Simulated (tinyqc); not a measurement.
Gate length: charge control and current of a heterostructure field-effect transistor. Computed by tinyqc, a small Python program. Command: `OMP_NUM_THREADS=1 python tinyqc.py 3025229 3025230 out.jsonl hemt walk`. One thread of a shared host (Intel(R) Xeon(R) Processor @ 2.30GHz), about 0.01 s of CPU time with the checks.

Two subbands in a triangular well; E_F is counted from the conduction band edge of the channel at the interface.

Inputs (values chosen for the exercise, modelled on AlGaN/GaN):

| quantity | value | unit |
|---|---|---|
| channel mass m | 0.2 | m_0 |
| permittivity eps (barrier and channel) | 9.34 | - |
| barrier thickness d | 13 | nm |
| Schottky barrier phi_B | 1.1 | eV |
| conduction band offset dE_c | 0.55 | eV |
| polarisation charge sigma/e | 2e+13 | 1/cm^2 |
| gate voltage V_G | -0.55 | V |
| mobility mu | 1700 | cm^2/(V s) |
| saturation velocity v_s | 1.1 | 1e7 cm/s |
| gate length L | 53 | nm |
| source resistance R_S | 0.39 | ohm mm |
| temperature T | 77 | K |
| mixing | 0.5 | - |
| iteration cap | 200 | - |

Charge source: polarisation. Velocity law: smooth.

Constants: e = 1.602176634e-19 C; eps_0 = 8.8541878128e-12 F/m; k_B = 8.617333262e-05 eV/K; hbar = 1.054571817e-34 J s; m_0 = 9.1093837015e-31 kg; k_B = 1.380649e-23 J/K.

Method:
- Threshold V_T = phi_B - dE_c - sigma d/(eps eps_0) (in volts); C_b = eps eps_0/d.
- Charge control: n_s = C_b (V_G - V_T - E_F/e)/e. Well: mean field F = e n_s/(2 eps eps_0), E_i = (hbar^2/2m)^(1/3) [(3 pi e F/2)(i + 3/4)]^(2/3), i = 0, 1; n_s = D k_B T sum_i ln(1 + exp((E_F - E_i)/k_B T)), D = m/(pi hbar^2), which is solved in closed form for E_F.
- Iteration from n_s = C_b (V_G - V_T)/(2e): E_F from n_s, n_out from the charge control, n_new = n_s + mixing (n_out - n_s), kept above n_s/10; stop when |n_out/n_s - 1| < 1e-9.
- C_g = e dn_s/dV_G = 1/(1/C_b + 1/C_q), 1/C_q = d(E_F/e)/d(e n_s) by a central difference of +/- 0.1 % in n_s; added distance dd = eps eps_0/C_q.
- With V = e n_s/C_g and V_c = v_s L/mu: for v = mu F/(1 + mu F/v_s), V_Dsat = V_c (sqrt(1 + 2V/V_c) - 1) and I/W = C_g v_s (V - V_Dsat); g_m = dI/dV; extrinsic g_m/(1 + g_m R_S); f_T = g_m/(2 pi C_g L).

sheet density n_s = 1.36123e+13 1/cm^2

gate capacitance C_g = 0.570641 microfarad/cm^2

V = 3.82190 V

Scaling; the last columns are v_s/(2 pi L) and mu V/(2 pi L^2):

| L (nm) | I/W (mA/mm) | g_m (mS/mm) | extrinsic g_m (mS/mm) | f_T (GHz) | velocity limit (GHz) | mobility limit (GHz) |
|---|---|---|---|---|---|---|
| 30 | 2169.1 | 596.11 | 483.67 | 5.5420e+02 | 583.57 | 1.1490e+05 |
| 60 | 2080.6 | 583.08 | 475.05 | 2.7104e+02 | 291.78 | 2.8724e+04 |
| 120 | 1961.7 | 564.76 | 462.82 | 1.3126e+02 | 145.89 | 7.1810e+03 |
| 250 | 1795.2 | 537.34 | 444.24 | 5.9947e+01 | 70.03 | 1.6545e+03 |
| 500 | 1594.3 | 501.22 | 419.26 | 2.7958e+01 | 35.01 | 4.1363e+02 |
| 1000 | 1351.3 | 452.35 | 384.51 | 1.2616e+01 | 17.51 | 1.0341e+02 |
| 2000 | 1076.5 | 388.86 | 337.65 | 5.4227e+00 | 8.75 | 2.5852e+01 |
| 5000 | 705.8 | 285.40 | 256.81 | 1.5920e+00 | 3.50 | 4.1363e+00 |

What does the comparison show, and why?

f_T scales as L^-1.03 at the short end and L^-1.34 at the long end; the two limits cross at L = mu V/v_s = 5910 nm. g_m tends to C_g v_s = 628 mS/mm, and R_S cuts it by 19 % at the shortest gate. Fringe capacitances and short-channel effects, left out, lower f_T once L is below about ten barrier thicknesses.

Extremes, crossings and ranges named in words are read from the listed rows.
